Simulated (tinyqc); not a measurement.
## Gap and screening length from two transmissions

Inverse problem. At the source junction of a tunnel FET, T(w) = exp(-S), S = 2 pi lam sqrt(m/(C Eg)) [w + Eg/2 - sqrt(w (w + Eg))], C = hbar^2/(2 m0). Find Eg (between 0.1 and 3 eV) and lam.

Values chosen for this exercise:

| symbol | value | unit | meaning |
|---|---|---|---|
| m | 0.093 | m0 | band-edge mass of the two-band model |

Constants: q = 1.602176634e-19 C, hbar = 1.054571817e-34 J s, m0 = 9.1093837015e-31 kg, hbar^2/(2 m0) = 0.0380998212 eV nm^2. Results are converted to the units shown.

T(w) at w = 0.12 and 0.31 eV: [6.2014685e-8, 7.3644304e-6]

Solution. The ratio of the two exponents depends on Eg alone and falls steadily with it, which fixes Eg; either exponent then gives lam.

ratio of the two S = 1.404
Eg = 1.330 eV
lam = 5.300 nm

tinyqc, about 0.01 s, one thread, Intel Xeon 2.30GHz (shared host): `OMP_NUM_THREADS=1 python tinyqc.py 2620046 2620047 out.jsonl`
